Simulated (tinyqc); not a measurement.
CCD on RHF in the 6-31g basis, for H2, spin multiplicity 1, step by step. One step of it, computed by the program tinyqc.

Task: Orthogonalisation. S = U s U^T; canonical form X = U s^(-1/2), so that X^T S X = 1. Each column of U has its largest component positive (the first on a tie).

overlap S, lower triangle:
```
          1H 1s     1H 2s     2H 1s     2H 2s
1H 1s  1.000000
1H 2s  0.658292  1.000000
2H 1s  0.484377  0.520252  1.000000
2H 2s  0.520252  0.865587  0.658292  1.000000
```

Give: eigenvalues of S; X.

Result:

eigenvalues of S: 0.0897  0.4811  0.5604  2.8688

X:
```
             1        2        3       4
1H 1s  -0.7280   0.7763   0.8986  0.2706
1H 2s   2.2462  -0.6608   0.2912  0.3179
2H 1s   0.7280   0.7763  -0.8986  0.2706
2H 2s  -2.2462  -0.6608  -0.2912  0.3179
```
